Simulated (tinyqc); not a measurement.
Speciation in dilute and buffered hydrofluoric acid, oxide etch rate and bath loading: one step, computed by the program tinyqc. Command: `OMP_NUM_THREADS=1 python tinyqc.py 3120469 3120470 out.jsonl hfetch walk`. One thread of a shared host (Intel(R) Xeon(R) Processor @ 2.30GHz), about 0.01 s of CPU time with the checks.

Concentrations stand for activities, NH4+ and Cl- are spectators, and water ionisation is neglected. H, F and HF2 denote the ions H+, F- and HF2-. The base temperature is 298 K.

Problem. One trial. Fluoride balance: [HF] + [F] + 2 [HF2] + 2 [H2F2] = HF added + NH4F added. Acid balance: [H] + [HF] + [HF2] + 2 [H2F2] = HF added + HCl added. For a trial [H], [HF] = [H][F]/K1, and the fluoride balance is a quadratic in [F]. Take pH = 3. The residual is the left side of the acid balance less the right.

Inputs (values chosen for the exercise, of the order of those for thermal oxide at room temperature):

| quantity | value | unit |
|---|---|---|
| HF added | 0.038 | mol/L |
| NH4F added | 0 | mol/L |
| HCl added | 0 | mol/L |
| K1 = [H][F]/[HF] | 0.000703 | mol/L |
| K2 = [HF2]/([HF][F]) | 3.64 | L/mol |
| K3 = [H2F2]/[HF]^2 | 2.99 | L/mol |

Give: [F]; [HF]; [HF2]; [H2F2]; residual.

Solution.

[F] = 0.01390 mol/L

[HF] = 0.01977 mol/L

[HF2] = 9.999e-04 mol/L

[H2F2] = 0.001168 mol/L

residual = -0.01390 mol/L

The residual is negative, so the pH lies below 3.
